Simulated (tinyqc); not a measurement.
Landau levels of a parabolic two-dimensional band: sweeps and comparisons. A value that a table varies takes the place of the one given here.

E(N, s) = (N + 1/2) hbar wc + s gs muB B with s = +/-1/2.

In a field B along z: l = 1/sqrt((e/hbar) B) is the magnetic length, n_B = B/(h/e) the number of states per area in one level, hbar wc = 2 muB B/m for mass m in m0; 1/angstrom^2 = 1e16/cm^2.

Each listed level takes n_B electrons. At zero temperature and without broadening EF sits in the partly filled level.

Constants: hbar^2/2m0 = 3.80998211 eV angstrom^2; e/hbar = 1.519267448e-05 1/(T angstrom^2); h/e = 413566.7697 T angstrom^2; muB = 5.788381798e-05 eV/T.

Parameters, chosen for this exercise (near those of a two-dimensional electron gas in InGaAs; shifted at random, so the results belong to these values and not to a real crystal): m = 0.0432 m0 (mass); gs = -4.55 (g factor); gv = 1 (valleys); Bs = (2, 4, 6, 8, 10, 12, 15) T (fields); n = 11 x 1e11/cm^2 (electron sheet density); Bo = (7.98, 8.94, 10.2, 11.8, 14, 17.2, 22.5, 32.2, 56.9) T (fields); tilt = (0, 30, 50, 60, 68, 74, 80) degrees (tilt angles); Bp = 5.9 T (perpendicular component, kept fixed); B = 5.9 T (magnetic field).

## The fan of levels

The four lowest levels against B, with their labels in order.

Levels (meV):
```
B (T)  first  second  third  fourth        order
2.00    2.42    2.94   7.78    8.30  0+ 0- 1+ 1-
4.00    4.83    5.89  15.55   16.61  0+ 0- 1+ 1-
6.00    7.25    8.83  23.33   24.91  0+ 0- 1+ 1-
8.00    9.67   11.77  31.10   33.21  0+ 0- 1+ 1-
10.0   12.08   14.72  38.88   41.51  0+ 0- 1+ 1-
12.0   14.50   17.66  46.66   49.82  0+ 0- 1+ 1-
15.0   18.12   22.07  58.32   62.27  0+ 0- 1+ 1-
```

The fourth level grows as B^1.00 over the first two rows and B^1.00 over the last two (1 for a parabolic band without a fixed offset such as a valley splitting, 1/2 for massless Dirac electrons). The order of the levels does not change. The Zeeman gap is |gs| m/2 = 0.098 of hbar wc at every field.

## Oscillation of the Fermi level

Fixed density, zero temperature, no broadening. At B = 0, EF = 2 pi c n/(m gv) with c = hbar^2/2m0.

Filling:
```
B (T)    nu  partly filled level  EF (meV)  filled share
7.98   5.70                   2-     54.51          0.70
8.94   5.09                   2-     61.07          0.09
10.2   4.46                   2+     66.99          0.46
11.8   3.86                   1-     48.99          0.86
14.0   3.25                   1-     58.12          0.25
17.2   2.64                   1+     66.87          0.64
22.5   2.02                   1+     87.48          0.02
32.2   1.41                   0-     47.39          0.41
56.9   0.80                   0+     68.75          0.80
```

EF at B = 0 = 60.96 meV

EF runs between 47.4 and 87.5 meV around its zero-field value of 61.0 meV. It follows a level while that level empties and falls to the next one down when nu passes a filled shell; the partly filled level changes 5 times in this table.

## Tilting the field

The cyclotron gap follows Bp, the Zeeman gap the total field Bp/cos(theta): i = |gs| muB B/(hbar wc) = |gs| m/(2 cos theta). With f the fractional part of i the gaps alternate between f and 1 - f of hbar wc. The layer is taken as strictly two-dimensional and valley splitting is left out.

Gaps:
```
theta (degrees)  B total (T)      i  f hbar wc (meV)  (1 - f) hbar wc (meV)
0                       5.90  0.098            1.554                 14.257
30                      6.81  0.113            1.794                 14.017
50                      9.18  0.153            2.417                 13.393
60                     11.80  0.197            3.108                 12.703
68                     15.75  0.262            4.148                 11.663
74                     21.40  0.357            5.637                 10.173
80                     33.98  0.566            8.949                  6.862
```

i = 1/2 (equal gaps) falls at theta = 78.7 degrees. i = 1 (levels of opposite spin coincide) falls at theta = 84.4 degrees. Over the table i grows from 0.098 to 0.566.

## What each parameter does

The second and third levels from below, nu = n/n_B, and EF. Each row changes one parameter from the base and keeps the others.

Results:
```
case                  second level (meV)  third level (meV)    nu  EF (meV)
base                                8.68              22.94  7.71     56.11
B = 5.02 T                          7.39              19.52  9.06     61.20
m = 0.0518 m0                       7.37              19.00  7.71     46.93
gs = -3.87                          8.57              23.06  7.71     56.00
n = 13.2 x 1e11/cm^2                8.68              22.94  9.25     71.93
```

The largest shifts from the base row, up to three for each result and ties (the steps differ in size, so this ranks the rows, not the parameters). second level (meV): m -1.31, B -1.29, gs -0.12; unchanged at the printed digits by n. third level (meV): m -3.94, B -3.42, gs +0.12; unchanged at the printed digits by n. nu: n +1.54, B +1.35; unchanged at the printed digits by m and gs. EF (meV): n +15.81, m -9.19, B +5.08.

(tinyqc, `OMP_NUM_THREADS=1 python tinyqc.py 1250270 1250271 out.jsonl`, Intel(R) Xeon(R) Processor @ 2.30GHz, 1 thread, shared host, about 0.01 s.)
